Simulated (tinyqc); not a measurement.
Brouwer diagram: defect equilibria of an oxide against oxygen pressure (mass action). Computed by tinyqc, a small Python program. Command: `OMP_NUM_THREADS=1 python tinyqc.py 3005644 3005645 out.jsonl brouwer walk`. One thread of a shared host (Intel(R) Xeon(R) Processor @ 2.30GHz), about 0.01 s of CPU time with the checks.

Defects: oxygen vacancies V (charge +2), electrons n, holes p, the ionic partner X = O_i'' (charge -2), and the dopant. Activities are taken equal to concentrations.

Inputs (values chosen for the exercise, for a model oxide):
```
quantity                  value             unit
reduction enthalpy H_r     5.36               eV
prefactor K_r0          1.9e+67  cm^-9 atm^(1/2)
gap E_g                    2.77               eV
prefactor N_c N_v       1.4e+41            cm^-6
disorder enthalpy H_s         2               eV
prefactor K_s0          2.2e+44            cm^-6
dopant density N_d      1.7e+20            cm^-3
temperature T               700                K
```

Ionic disorder: anion Frenkel. Dopant (singly charged, fully ionised): donor.

Constants: k_B = 8.617333262e-05 eV/K.

Method:
- K_r = K_r0 exp(-H_r/k_B T) = [V] n^2 P^(1/2); K_i = N_c N_v exp(-E_g/k_B T) = n p; K_s = K_s0 exp(-H_s/k_B T) = [X] [V].
- Neutrality: 2 [V] + p + N_d = n + 2 [X]. With n as the unknown, [V] = K_r/(n^2 P^(1/2)), p = K_i/n, [X] = K_s/[V]; the log ratio is ln(positive/negative).
- The root is found by 60 bisections in ln n between n = 1e-10 and 1e25 cm^-3.
- The slope is d log n / d log P from this row and the one above; the last column names the largest term on each side. Pressures that give more than 3e21 cm^-3 are left out.

K_r = 4.88036e+28 cm^-9 atm^(1/2)

K_i = 1.59590e+21 cm^-6

K_s = 8.77115e+29 cm^-6

Log10 of the densities in cm^-3:
```
log10 P (atm)       n     [V]       p     [X]  slope of n      balance
-32            17.337  10.014   3.866  19.929           -  N_d = 2 [X]
-28            16.337  10.014   4.866  19.929    -0.24994  N_d = 2 [X]
-24            15.337  10.014   5.866  19.929    -0.24999  N_d = 2 [X]
-20            14.337  10.014   6.866  19.929    -0.25000  N_d = 2 [X]
-16            13.337  10.014   7.866  19.929    -0.25000  N_d = 2 [X]
-12            12.337  10.014   8.866  19.929    -0.25000  N_d = 2 [X]
-8             11.337  10.014   9.866  19.929    -0.25000  N_d = 2 [X]
-4             10.337  10.014  10.866  19.929    -0.25000  N_d = 2 [X]
0               9.337  10.014  11.866  19.929    -0.25000  N_d = 2 [X]
```

Regimes: N_d = 2 [X] from log P = -32 to 0, where that balance predicts a slope of -1/4 and the table comes as close as -0.250.

Extremes, crossings and ranges named in words are read from the listed rows.
